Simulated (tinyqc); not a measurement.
Changing the grain-boundary reflection R: size effects in the resistivity of thin metal films and interconnect lines. Computed by tinyqc, a small Python program. Command: `OMP_NUM_THREADS=1 python tinyqc.py 3016392 3016393 out.jsonl size sweep`. One thread of a shared host (Intel(R) Xeon(R) Processor @ 2.30GHz), about 0.01 s of CPU time with the checks.

Electrons lose their drift at surfaces (a share 1 - p of the hits) and at grain boundaries (reflection R), besides bulk scattering. The line sits in a trench with a non-conducting liner on both walls and the bottom; the spacing equals the drawn width.

Inputs (values chosen for the exercise, modelled on silver): bulk resistivity rho_b = 1.55 microohm cm; bulk mean free path lambda = 50.8 nm; specularity p = 0; drawn line width w = 39 nm; grain size over metal width = 1.1; aspect ratio (height over width) = 1.6; liner thickness t = 3 nm; line length = 12 micrometre; permittivity of the dielectric k = 3.

Geometry: line.

Constants: eps_0 = 8.8541878128e-12 F/m.

Method:
- Metal width w_m = w - 2t, height h_m = (aspect ratio) w - t, grain size D = (ratio) w_m.
- Mayadas-Shatzkes: alpha = (lambda/D) R/(1 - R); rho_b/rho = 1 - 3 alpha/2 + 3 alpha^2 - 3 alpha^3 ln(1 + 1/alpha).
- Fuchs-Sondheimer film: rho_b/rho = 1 - (3/(2 kappa))(1 - p) int_0^1 (s - s^3)(1 - exp(-kappa/s))/(1 - p exp(-kappa/s)) ds, f = rho/rho_b, kappa = thickness/lambda, 80 Gauss-Legendre points.
- Line: the excess of a film of thickness w_m and of a film of thickness h_m are added, rho/rho_b = 1 + (f(w_m) - 1) + (f(h_m) - 1), an estimate that holds best when both sides exceed lambda.
- Total: rho = rho_b [1 + surface excess + grain excess]; resistance per length rho/(w_m h_m); capacitance per length C = 2 k eps_0 (aspect ratio + 1/2), a parallel-plate estimate for two neighbours plus a fixed term for the planes above and below; delay 0.38 R C L^2; effective resistivity per drawn area.

One run for each value:
```
grain-boundary reflection R  resistivity rho (microohm cm)  rho/rho_b from grains   alpha
0.05                                                 3.431                 1.1079  0.0737
0.16                                                 3.852                 1.3798  0.2666
0.26                                                 4.332                 1.6893  0.4917
0.37                                                 5.027                 2.1375  0.8219
0.48                                                 6.007                 2.7703  1.2918
0.59                                                 7.508                 3.7382  2.0138
0.69                                                 9.789                 5.2103  3.1149
0.80                                                14.927                 8.5247  5.5978
```

Over the rows, resistivity rho (microohm cm) rises from 3.43 to 14.9 (exponent d ln y / d ln x 0.100 between the first rows and 2.9 between the last); rho/rho_b from grains rises from 1.11 to 8.52 (exponent d ln y / d ln x 0.19 between the first rows and 3.3 between the last); alpha rises from 0.0737 to 5.60 (exponent d ln y / d ln x 1.1 between the first rows and 4.0 between the last).

Extremes, crossings and ranges named in words are read from the listed rows.
